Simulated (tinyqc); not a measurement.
## Trap density from one capacitance

Question. Traps spread evenly through the insulator exchange electrons with the semiconductor by tunnelling, with tau(x) = t0 exp(2 ka x) at depth x from the interface. The admittance per area Y seen at depth x obeys dY/dx = -Y^2/(i w eps0 eox) + q Nb ln(1 + i w tau)/tau, with Y(0) = i w Cs and w = 2 pi f; the gate sees Y(tox) = G + i w C. Working variable y = Y/(i w), in uF/cm^2. Cox = eps0 eox/tox. Find Nb and G/w.

Inputs (values chosen for the exercise): relative permittivity of the insulator eox = 4.05; insulator thickness tox = 7.5 nm; semiconductor capacitance in accumulation Cs = 1.9 uF/cm^2; decay constant of the wave function in the insulator ka = 4 1/nm; time constant of a trap at the interface t0 = 3e-11 s; frequency f = 1e5 Hz.

Constants: q = 1.602176634e-19 C, eps0 = 8.8541878128e-14 F/cm where lengths are in cm. Results are converted to the units shown.

C = 0.47245360 uF/cm^2

Answer. C rises steadily with Nb, so one density matches; in practice ka and t0 must come from the frequency dependence.

Nb = 9.100e19 cm^-3 eV^-1
G/w = 0.01291 uF/cm^2

Computed by the program tinyqc: `OMP_NUM_THREADS=1 python tinyqc.py 2202015 2202016 out.jsonl`, one thread of a shared Intel Xeon 2.30GHz, about 0.5 s for the whole run.
